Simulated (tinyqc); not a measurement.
Range and order of the fit: effective mass of the light-hole band from tabulated energies.

c = hbar^2/2m0. A uniform scatter of up to 0.1 meV has been added to mimic numerical noise.
Constants: hbar^2/2m0 = 3.80998211 eV angstrom^2.

Energies along [111], from the band edge downward:

| k (1/angstrom) | E (meV) |
|---|---|
| 0.000000 | 0.00000 |
| 0.008000 | 2.22730 |
| 0.016000 | 8.95850 |
| 0.024000 | 20.08440 |
| 0.032000 | 35.06180 |
| 0.040000 | 53.89740 |
| 0.048000 | 75.98820 |
| 0.056000 | 100.99510 |
| 0.064000 | 128.43060 |

reference mass (curvature of the model at k = 0.0001 1/angstrom) = 0.107411 m0

Least-squares fits of E = a k^2 (+ b k^4 + d k^6) over points 1 to n, and the line y = c k^2/E against E; errors of m against the reference.

Results:

| n | E at point n (meV) | one term (%) | two terms (%) | three terms (%) | line (%) | rms residual, one term (meV) |
|---|---|---|---|---|---|---|
| 3 | 20.1 | 1.67 | 1.20 | 2.24 | 1.74 | 0.017 |
| 4 | 35.1 | 3.05 | -0.04 | 1.74 | 1.23 | 0.175 |
| 5 | 53.9 | 4.48 | 0.31 | -0.06 | 1.00 | 0.352 |
| 6 | 76.0 | 6.21 | 0.43 | 0.15 | 0.83 | 0.680 |
| 7 | 101.0 | 8.19 | 0.63 | 0.18 | 0.69 | 1.170 |
| 8 | 128.4 | 10.44 | 0.89 | 0.24 | 0.56 | 1.867 |

The error of the parabola goes from +1.67 to +10.44 % as the range widens, and at n = 8 its residual, 1.87 meV, is only 1.5 % of the top energy: a small residual does not vouch for the mass. Over the full range (n = 8) the best form is three terms (0.24 %); the line errs by +1.74 % at n = 3 and +0.56 % at n = 8. Many terms on few points amplify the scatter: three terms err by +2.2 % at n = 3 but by +0.2 % at n = 8.

tinyqc: `OMP_NUM_THREADS=1 python tinyqc.py 1851178 1851179 out.jsonl`; about 0.01 s, one thread, shared Intel(R) Xeon(R) Processor @ 2.30GHz.
